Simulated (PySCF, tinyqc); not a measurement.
RHF in the sto-6g basis, for B+, spin multiplicity 1, step by step. The lowest restricted solution is unstable here: a spin-polarised one lies 0.0000 hartree lower (PySCF). Computed by tinyqc, a small Python program that keeps every step (integrals from PySCF). Settings: charge = 1, multiplicity = 1, basis = sto-6g, energy threshold = 1e-09, iteration cap = 74, orthogonalisation = symmetric, start = core, DIIS depth = 6, damping = 0.7, method = RHF. Command: `OMP_NUM_THREADS=1 python tinyqc.py 28689 28690 out.jsonl` (the two numbers bound the seeds that draw the settings). One thread of a shared host (Intel(R) Xeon(R) Processor @ 2.60GHz), about 0.05 s of CPU time with the checks. Later iterations appear only in the table of the cycle.

## One-electron integrals

Geometry (angstrom):
```
atom         x         y         z
B     0.000000  0.000000  0.000000
```

Basis sto-6g: exponents (1/bohr^2) and contraction coefficients of normalised primitives:
```
element  l (shell)    exponent  coefficient
B            s (1)  506.011147     0.009164
B            s (1)   92.776814     0.049362
B            s (1)   25.955658     0.168538
B            s (1)    8.916445     0.370563
B            s (1)    3.462507     0.416492
B            s (1)    1.426054     0.130334
B            s (2)   23.194575    -0.013253
B            s (2)    4.590810    -0.046992
B            s (2)    1.426819    -0.033785
B            s (2)    0.548948     0.250242
B            s (2)    0.238410     0.595117
B            s (2)    0.109280     0.240706
B            p (3)   23.194575     0.003760
B            p (3)    4.590810     0.037679
B            p (3)    1.426819     0.173897
B            p (3)    0.548948     0.418036
B            p (3)    0.238410     0.425859
B            p (3)    0.109280     0.101708
```

Overlap, kinetic and nuclear-attraction integrals over the contracted functions; the nuclear repulsion is the sum of Za Zb / Rab.

nuclear repulsion = 0 hartree

overlap S, order 1B 1s, 1B 2s, 1B 2px, 1B 2py, 1B 2pz:
```
[[1.000000, 0.264891, 0.000000, 0.000000, 0.000000],
 [0.264891, 1.000000, 0.000000, 0.000000, 0.000000],
 [0.000000, 0.000000, 1.000000, 0.000000, 0.000000],
 [0.000000, 0.000000, 0.000000, 1.000000, 0.000000],
 [0.000000, 0.000000, 0.000000, 0.000000, 1.000000]]
```

kinetic energy T (hartree), order 1B 1s, 1B 2s, 1B 2px, 1B 2py, 1B 2pz:
```
[[10.947243, -0.333880, 0.000000, 0.000000, 0.000000],
 [-0.333880, 0.374498, 0.000000, 0.000000, 0.000000],
 [0.000000, 0.000000, 1.125026, 0.000000, 0.000000],
 [0.000000, 0.000000, 0.000000, 1.125026, 0.000000],
 [0.000000, 0.000000, 0.000000, 0.000000, 1.125026]]
```

nuclear attraction V (hartree), order 1B 1s, 1B 2s, 1B 2px, 1B 2py, 1B 2pz:
```
[[-23.391721, -2.744189, 0.000000, 0.000000, 0.000000],
 [-2.744189, -3.750146, 0.000000, 0.000000, 0.000000],
 [0.000000, 0.000000, -3.749977, 0.000000, 0.000000],
 [0.000000, 0.000000, 0.000000, -3.749977, 0.000000],
 [0.000000, 0.000000, 0.000000, 0.000000, -3.749977]]
```

core Hamiltonian H = T + V (hartree), order 1B 1s, 1B 2s, 1B 2px, 1B 2py, 1B 2pz:
```
[[-12.444477, -3.078069, 0.000000, 0.000000, 0.000000],
 [-3.078069, -3.375648, 0.000000, 0.000000, 0.000000],
 [0.000000, 0.000000, -2.624950, 0.000000, 0.000000],
 [0.000000, 0.000000, 0.000000, -2.624950, 0.000000],
 [0.000000, 0.000000, 0.000000, 0.000000, -2.624950]]
```

## Two-electron integrals

Functions are numbered as in S; the eight-fold symmetry (ij|kl) = (ji|kl) = (kl|ij) leaves the list below.

Two-electron integrals (ij|kl) in chemists' order, unique and non-zero (hartree):
```
(11|11) 2.924993   (21|11) 0.480756   (21|21) 0.099484   (22|11) 0.743449
(22|21) 0.188967   (22|22) 0.544922   (31|31) 0.021096   (32|31) 0.030854
(32|32) 0.120443   (33|11) 0.743450   (33|21) 0.188967   (33|22) 0.544922
(33|33) 0.587109   (41|41) 0.021096   (42|41) 0.030854   (42|42) 0.120443
(43|43) 0.031641   (44|11) 0.743450   (44|21) 0.188967   (44|22) 0.544922
(44|33) 0.523827   (44|44) 0.587109   (51|51) 0.021096   (52|51) 0.030854
(52|52) 0.120443   (53|53) 0.031641   (54|54) 0.031641   (55|11) 0.743450
(55|21) 0.188967   (55|22) 0.544922   (55|33) 0.523827   (55|44) 0.523827
(55|55) 0.587109
```

## Orthogonalisation

S = U s U^T; symmetric (Loewdin) form X = U s^(-1/2) U^T, so that X^T S X = 1.

eigenvalues of S: [0.735109, 1.000000, 1.000000, 1.000000, 1.264891]

X, order 1B 1s, 1B 2s, 1B 2px, 1B 2py, 1B 2pz:
```
[[1.027742, -0.138595, 0.000000, 0.000000, 0.000000],
 [-0.138595, 1.027742, 0.000000, 0.000000, 0.000000],
 [0.000000, 0.000000, 1.000000, 0.000000, 0.000000],
 [0.000000, 0.000000, 0.000000, 1.000000, 0.000000],
 [0.000000, 0.000000, 0.000000, 0.000000, 1.000000]]
```

## Starting guess

The start is the orbitals of the core Hamiltonian; D = 2 C_occ C_occ^T.

D at the start, order 1B 1s, 1B 2s, 1B 2px, 1B 2py, 1B 2pz:
```
[[2.150925, -0.569761, 0.000000, 0.000000, 0.000000],
 [-0.569761, 2.150925, 0.000000, 0.000000, 0.000000],
 [0.000000, 0.000000, 0.000000, 0.000000, 0.000000],
 [0.000000, 0.000000, 0.000000, 0.000000, 0.000000],
 [0.000000, 0.000000, 0.000000, 0.000000, 0.000000]]
```

## Iteration 1: building the Fock matrix

J_ij = sum D_kl (ij|kl), K_ij = sum D_kl (ik|jl); F = H + J - 0.5 K; E = tr D H + tr D J / 2 - 0.25 tr D K + E_nn.

Coulomb J (hartree), order 1B 1s, 1B 2s, 1B 2px, 1B 2py, 1B 2pz:
```
[[7.342713, 1.327159, 0.000000, 0.000000, 0.000000],
 [1.327159, 2.555859, 0.000000, 0.000000, 0.000000],
 [0.000000, 0.000000, 2.555858, 0.000000, 0.000000],
 [0.000000, 0.000000, 0.000000, 2.555858, 0.000000],
 [0.000000, 0.000000, 0.000000, 0.000000, 2.555858]]
```

exchange K (hartree), order 1B 1s, 1B 2s, 1B 2px, 1B 2py, 1B 2pz:
```
[[5.957592, 0.960252, 0.000000, 0.000000, 0.000000],
 [0.960252, 1.170739, 0.000000, 0.000000, 0.000000],
 [0.000000, 0.000000, 0.269280, 0.000000, 0.000000],
 [0.000000, 0.000000, 0.000000, 0.269280, 0.000000],
 [0.000000, 0.000000, 0.000000, 0.000000, 0.269280]]
```

Fock matrix F (hartree), order 1B 1s, 1B 2s, 1B 2px, 1B 2py, 1B 2pz:
```
[[-8.080561, -2.231037, 0.000000, 0.000000, 0.000000],
 [-2.231037, -1.405159, 0.000000, 0.000000, 0.000000],
 [0.000000, 0.000000, -0.203732, 0.000000, 0.000000],
 [0.000000, 0.000000, 0.000000, -0.203732, 0.000000],
 [0.000000, 0.000000, 0.000000, 0.000000, -0.203732]]
```

total energy of this density = -24.19056245 hartree

This density is the starting one.

## Iteration 1: diagonalisation and new density

Diagonalise F' = X^T F X, C = X C', fill 2 alpha and 2 beta electrons from the bottom; D = 2 C_occ C_occ^T; the new density keeps 0.7 of the old one (damping). Each column has its largest component positive (the first on a tie).

F' = X^T F X (hartree):
```
[[-7.926535, -1.048247, 0.000000, 0.000000, 0.000000],
 [-1.048247, -1.003842, 0.000000, 0.000000, 0.000000],
 [0.000000, 0.000000, -0.203732, 0.000000, 0.000000],
 [0.000000, 0.000000, 0.000000, -0.203732, 0.000000],
 [0.000000, 0.000000, 0.000000, 0.000000, -0.203732]]
```

orbital energies (hartree): [-8.081781, -0.848596, -0.203732, -0.203732, -0.203732]

coefficients C, order 1B 1s, 1B 2s, 1B 2px, 1B 2py, 1B 2pz:
```
[[0.996348, -0.287667, 0.000000, 0.000000, 0.000000],
 [0.013467, 1.036958, 0.000000, 0.000000, 0.000000],
 [0.000000, 0.000000, 1.000000, 0.000000, 0.000000],
 [0.000000, 0.000000, 0.000000, 1.000000, 0.000000],
 [0.000000, 0.000000, 0.000000, 0.000000, 1.000000]]
```

D after iteration 1, order 1B 1s, 1B 2s, 1B 2px, 1B 2py, 1B 2pz:
```
[[2.150925, -0.569761, 0.000000, 0.000000, 0.000000],
 [-0.569761, 2.150925, 0.000000, 0.000000, 0.000000],
 [0.000000, 0.000000, 0.000000, 0.000000, 0.000000],
 [0.000000, 0.000000, 0.000000, 0.000000, 0.000000],
 [0.000000, 0.000000, 0.000000, 0.000000, 0.000000]]
```

Within a degenerate level the vectors are fixed only up to a rotation; this is one choice.

## Iteration 2: building the Fock matrix

As before.

Coulomb J (hartree), order 1B 1s, 1B 2s, 1B 2px, 1B 2py, 1B 2pz:
```
[[7.342713, 1.327159, 0.000000, 0.000000, 0.000000],
 [1.327159, 2.555859, 0.000000, 0.000000, 0.000000],
 [0.000000, 0.000000, 2.555858, 0.000000, 0.000000],
 [0.000000, 0.000000, 0.000000, 2.555858, 0.000000],
 [0.000000, 0.000000, 0.000000, 0.000000, 2.555858]]
```

exchange K (hartree), order 1B 1s, 1B 2s, 1B 2px, 1B 2py, 1B 2pz:
```
[[5.957592, 0.960252, 0.000000, 0.000000, 0.000000],
 [0.960252, 1.170739, 0.000000, 0.000000, 0.000000],
 [0.000000, 0.000000, 0.269280, 0.000000, 0.000000],
 [0.000000, 0.000000, 0.000000, 0.269280, 0.000000],
 [0.000000, 0.000000, 0.000000, 0.000000, 0.269280]]
```

Fock matrix F (hartree), order 1B 1s, 1B 2s, 1B 2px, 1B 2py, 1B 2pz:
```
[[-8.080561, -2.231037, 0.000000, 0.000000, 0.000000],
 [-2.231037, -1.405159, 0.000000, 0.000000, 0.000000],
 [0.000000, 0.000000, -0.203732, 0.000000, 0.000000],
 [0.000000, 0.000000, 0.000000, -0.203732, 0.000000],
 [0.000000, 0.000000, 0.000000, 0.000000, -0.203732]]
```

total energy of this density = -24.19056245 hartree

This density is a damped mixture and is not idempotent.

## Iteration 2 (converged): orbitals

Diagonalise F' = X^T F X, C = X C', fill 2 alpha and 2 beta electrons from the bottom; D = 2 C_occ C_occ^T. Each column has its largest component positive (the first on a tie).

F' = X^T F X (hartree):
```
[[-7.926535, -1.048247, 0.000000, 0.000000, 0.000000],
 [-1.048247, -1.003842, 0.000000, 0.000000, 0.000000],
 [0.000000, 0.000000, -0.203732, 0.000000, 0.000000],
 [0.000000, 0.000000, 0.000000, -0.203732, 0.000000],
 [0.000000, 0.000000, 0.000000, 0.000000, -0.203732]]
```

orbital energies (hartree): [-8.081781, -0.848596, -0.203732, -0.203732, -0.203732]

coefficients C, order 1B 1s, 1B 2s, 1B 2px, 1B 2py, 1B 2pz:
```
[[0.996348, -0.287667, 0.000000, 0.000000, 0.000000],
 [0.013467, 1.036958, 0.000000, 0.000000, 0.000000],
 [0.000000, 0.000000, 1.000000, 0.000000, 0.000000],
 [0.000000, 0.000000, 0.000000, 1.000000, 0.000000],
 [0.000000, 0.000000, 0.000000, 0.000000, 1.000000]]
```

D after iteration 2, order 1B 1s, 1B 2s, 1B 2px, 1B 2py, 1B 2pz:
```
[[2.150925, -0.569761, 0.000000, 0.000000, 0.000000],
 [-0.569761, 2.150925, 0.000000, 0.000000, 0.000000],
 [0.000000, 0.000000, 0.000000, 0.000000, 0.000000],
 [0.000000, 0.000000, 0.000000, 0.000000, 0.000000],
 [0.000000, 0.000000, 0.000000, 0.000000, 0.000000]]
```

Within a degenerate level the vectors are fixed only up to a rotation; this is one choice.

## Convergence

Stop when the energy changes by less than 1e-09 hartree and every element of the error matrix X^T (F D S - S D F) X is below 9e-06.

Course of the cycle:
```
iteration   E (hartree)    change  largest element of the error matrix
1          -24.19056245         -                             3.64e-15
2          -24.19056245  0.000000                             2.78e-15
```

PySCF RHF in the same basis = -24.19056245 hartree

Converged in 2 iterations.

## Populations

Mulliken: Z minus the diagonal of D S on the atom; Loewdin: the same with S^(1/2) D S^(1/2).

Charges (e):
```
atom  Mulliken   Loewdin
1B    1.000000  1.000000
```
